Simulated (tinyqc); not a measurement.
Gain factor and gap resistance from two string resistances.

Inverse problem. At small bit-line voltage each of the 64 cells has the resistance 1/(K x) at overdrive x (no mobility reduction) in series with a gap resistance Rg. Find K, Rg and the share of the gaps at the higher overdrive.

resistance of a string of 64 equal cells at overdrives of 3.8 and 8 V (kohm): 2740.3789  1358.8000

Answer. The resistance per cell is a straight line in 1/x with slope 1/K and intercept Rg.

K = 6.40 uA/V^2
Rg = 1.70 kohm
share of the gaps = 8.01 %

Numbers from tinyqc (`OMP_NUM_THREADS=1 python tinyqc.py 2142178 2142179 out.jsonl`; about 0.4 s on one thread of a shared Intel Xeon 2.30GHz).
